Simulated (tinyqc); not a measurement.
Electron mobility in a silicon inversion layer, empirical terms and Matthiessen rule: two steps of the calculation.

Inversion layer of sheet density Ns on a uniformly doped body, under a high-permittivity gate with an interlayer. The mobility terms are empirical power laws with prefactors chosen for the exercise; adding their inverses (Matthiessen) is itself an approximation.

Parameters, values chosen for the exercise; material values close to those of silicon: temperature T = 325 K; band gap Eg = 1.11 eV; relative permittivity of the semiconductor eps_r = 11.9; conduction-band density of states at T Nc = 3.15e19 cm^-3; valence-band density of states at T Nv = 3.04e19 cm^-3; body doping Nb = 2.1e17 cm^-3; reverse body bias Vsb = 1 V; weight of the inversion charge in the effective field eta = 0.5; phonon-limited mobility at 1 MV/cm and 300 K Ap = 430 cm^2/(V s); roughness-limited mobility at 1 MV/cm As = 846 cm^2/(V s); exponent of the roughness term gs = 2; Coulomb prefactor Ac = 3500 cm^2/(V s); charge at the interface Nit = 2.2e10 cm^-2; remote-phonon mobility without interlayer Ar = 230 cm^2/(V s); interlayer thickness ti = 0.5 nm; decay length of remote phonons lr = 0.5 nm; inversion density Ns = 2.4e12 cm^-2; ratio W/L WL = 1; drain voltage Vd = 0.05 V; measured linear current I = 5.7 uA.

Constants: q = 1.602176634e-19 C, kB = 1.380649e-23 J/K, Vt = kB T/q, eps0 = 8.8541878128e-14 F/cm where lengths are in cm. Results are converted to the units shown.

Problem 1. Depletion charge and effective field. ni = sqrt(Nc Nv) exp(-Eg/(2 Vt)), Eg in volts; Ndep = sqrt(2 eps0 eps_r Nb (2 Vt ln(Nb/ni) + Vsb)/q); E = q (Ndep + eta Ns)/(eps0 eps_r), in MV/cm.

Give: ni; Ndep; E.

Solution 1.

ni = 7.660e10 cm^-3
Ndep = 2.248e12 cm^-2
E = 0.5244 MV/cm

The depletion charge gives 65.2 % of the field.

Problem 2. Inversion density for the measured current. I = (W/L) q Ns mu Vd. E = q (Ndep + eta Ns)/(eps0 eps_r) in MV/cm. With t = T/(300 K): muC = Ac (Ns/1e12 cm^-2) t/(Nb/1e17 cm^-3 + Nit/1e11 cm^-2), muP = Ap E^(-1/3) t^(-1.75), muS = As E^(-gs), muR = Ar exp(2 ti/lr)/t; 1/mu is the sum of the inverses. Ns(new) = I/((W/L) q mu Vd).

Ns at the start = 1.2e12 cm^-2
Ndep = 2.2484475e12 cm^-2

Wanted: E; mu; Ns after iteration 1.

Solution 2.

E = 0.43313 MV/cm
mu = 294.70 cm^2/(V s)
Ns after iteration 1 = 2.4144e12 cm^-2

Program tinyqc, `OMP_NUM_THREADS=1 python tinyqc.py 2510120 2510121 out.jsonl`; Intel Xeon 2.30GHz, shared host, one thread, about 0.01 s.
